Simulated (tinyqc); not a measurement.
# Gain of the pnp from the holding current

Inverse problem. On state with both base-emitter voltages at Von: npn base current Ib = (Von/Rs + bp Von/Rw)/(bn bp - 1), holding current Ih = (bn + 1) Ib + Von/Rs. Find bp.

Values chosen for this exercise:
- bn = 14.8 (current gain of the npn)
- Rs = 74 ohm (substrate resistance shunting the npn)
- Rw = 1100 ohm (well resistance shunting the pnp)
- Von = 0.69 V (base-emitter voltage in the on state)

Ih = 11.738370 mA

Answer. Ih gives Ib, and Ib (bn bp - 1) = Von/Rs + bp Von/Rw is linear in bp.

bp = 5.800

Numbers from tinyqc (`OMP_NUM_THREADS=1 python tinyqc.py 2670106 2670107 out.jsonl`; about 0.07 s on one thread of a shared Intel Xeon 2.30GHz).
